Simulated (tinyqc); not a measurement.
# p-n diode with diffusion and depletion-layer recombination: currents and ideality against junction voltage

Abrupt junction in the depletion approximation, low injection, full ionisation, neutral widths fixed, ohmic contact on the p side. Vj is the junction voltage; where a series resistance Rs is given, V = Vj + J Rs is the terminal voltage.

ni = sqrt(Nc Nv) exp(-Eg/(2 Vt)), Eg in volts; D = mu Vt; Ln = sqrt(Dn tn), Lp = sqrt(Dp tp); J0n = q ni^2 Dn coth(wp/Ln)/(Ln Na); J0p = (q ni^2 Dp/(Lp Nd)) (s + tanh(wn/Lp))/(1 + s tanh(wn/Lp)), s = Sp Lp/Dp. J_diff = (J0n + J0p)(exp(Vj/Vt) - 1). Vbi = Vt ln(Na Nd/ni^2), W = sqrt(2 eps0 eps_r (Vbi - Vj)(1/Na + 1/Nd)/q), xp = W Nd/(Na + Nd), xn = W Na/(Na + Nd); u(x) = q Na (x + xp)^2/(2 eps0 eps_r) for x < 0 and Vbi - Vj - q Nd (xn - x)^2/(2 eps0 eps_r) for x > 0; p = Na exp(-u/Vt), n = Nd exp((u - Vbi + Vj)/Vt); U = ni^2 (exp(Vj/Vt) - 1)/(tp (n + ni exp(Et/Vt)) + tn (p + ni exp(-Et/Vt))); J_scr = q times the integral of U from -xp to xn. J = J_diff + J_scr. Ideality = (1/Vt) dVj/d ln J or (1/Vt) dV/d ln J; last column ni^2 exp(Vj/Vt)/N^2.

Parameters, values chosen for the exercise; band and dielectric values close to those of silicon: temperature T = 300 K; band gap Eg = 1.11 eV; relative permittivity eps_r = 11.5; conduction-band density of states at T Nc = 2.83e19 cm^-3; valence-band density of states at T Nv = 2.69e19 cm^-3; acceptor density Na = 1.4e16 cm^-3; donor density Nd = 8.6e16 cm^-3; electron mobility in the p side mun = 1200 cm^2/(V s); hole mobility in the n side mup = 300 cm^2/(V s); electron lifetime tn = 6e-6 s; hole lifetime tp = 6e-8 s; neutral width of the p side wp = 1.7 um; neutral width of the n side wn = 15 um; recombination velocity at the n contact Sp = 1e7 cm/s; series resistance Rs = 0.00012 ohm cm^2; trap level above the intrinsic level Et = -0.13 eV.

Constants: q = 1.602176634e-19 C, kB = 1.380649e-23 J/K, Vt = kB T/q, eps0 = 8.8541878128e-14 F/cm where lengths are in cm. Results are converted to the units shown.

Currents and ideality against junction voltage:

| Vj (V) | J_diff (A/cm^2) | J_scr (A/cm^2) | J (A/cm^2) | V (V) | ideality against Vj | ideality against V | minority/doping, lighter side |
|---|---|---|---|---|---|---|---|
| 0.19 | 5.627e-7 | 1.825e-8 | 5.809e-7 | 0.1900 | 1.003 | 1.003 | 1.361e-9 |
| 0.24 | 3.895e-6 | 9.711e-8 | 3.992e-6 | 0.2400 | 1.004 | 1.004 | 9.417e-9 |
| 0.3 | 3.967e-5 | 6.303e-7 | 4.030e-5 | 0.3000 | 1.004 | 1.004 | 9.591e-8 |
| 0.35 | 2.744e-4 | 2.555e-6 | 2.770e-4 | 0.3500 | 1.003 | 1.003 | 6.635e-7 |
| 0.4 | 0.001898 | 8.911e-6 | 0.001907 | 0.4000 | 1.002 | 1.002 | 4.590e-6 |
| 0.45 | 0.01313 | 2.798e-5 | 0.01316 | 0.4500 | 1.001 | 1.001 | 3.175e-5 |
| 0.5 | 0.09085 | 8.366e-5 | 0.09093 | 0.5000 | 1.000 | 1.001 | 2.197e-4 |
| 0.56 | 0.9253 | 3.071e-4 | 0.9256 | 0.5601 | 1.000 | 1.004 | 0.002237 |
| 0.61 | 6.401 | 9.033e-4 | 6.402 | 0.6108 | 1.000 | 1.030 | 0.01548 |

What does the table show?

The ideality against Vj stays near 1.00. Diffusion is the larger current in every row. J_scr alone has an ideality of 1.16 between the first two rows and 1.79 between the last two.

tinyqc, about 0.01 s, one thread, Intel Xeon 2.30GHz (shared host): `OMP_NUM_THREADS=1 python tinyqc.py 2260061 2260062 out.jsonl`
